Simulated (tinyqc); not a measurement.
Spreading the carriers over a thicker layer: defect, radiative and Auger recombination at equal electron and hole densities (ABC model).

J/(e d) = Ae n + B n^2 + C n^3 with Ae = A + 4 S/w (four side walls, carriers spread evenly), e = 1.602176634e-19 C, lengths in cm; internal efficiency IQE = B n^2/(Ae n + B n^2 + C n^3); all injected carriers recombine in the layer.

Inputs chosen for the exercise (orders of magnitude like those quoted for GaN; not measured data): A = 3000000 1/s (defect rate); B = 2.4e-12 cm^3/s (radiative coefficient); C = 5.2e-31 cm^6/s (Auger coefficient); S = 6300 cm/s (recombination velocity of the side walls); w = 30 micrometre (side of the square mesa); d = 3.5 nm (active thickness); J = 170 A/cm^2 (current density).

d is multiplied by the factor listed, at the same J.

Results:

| factor | n (1/cm^3) | defect | radiative | Auger |
|---|---|---|---|---|
| 0.10 | 3.71e+19 | 0.0140 | 0.109 | 0.877 |
| 0.20 | 2.91e+19 | 0.0219 | 0.134 | 0.844 |
| 0.50 | 2.09e+19 | 0.0394 | 0.174 | 0.787 |
| 1.0 | 1.62e+19 | 0.0610 | 0.208 | 0.731 |
| 2.0 | 1.24e+19 | 0.0936 | 0.245 | 0.661 |
| 5.0 | 8.60e+18 | 0.162 | 0.293 | 0.546 |
| 10 | 6.36e+18 | 0.239 | 0.320 | 0.441 |
| 20 | 4.57e+18 | 0.343 | 0.330 | 0.327 |

The best factor listed is 20 (IQE 0.3301); the optimum factor equals J/J_peak = 19, a layer of 66.6 nm, since only J/d matters and the peak value 0.33 does not depend on d. A thicker layer trades Auger loss (0.877 to 0.327) for defect loss (0.014 to 0.343).

Program tinyqc; command `OMP_NUM_THREADS=1 python tinyqc.py 1650289 1650290 out.jsonl`; about 0.01 s on one thread of a shared Intel(R) Xeon(R) Processor @ 2.30GHz.
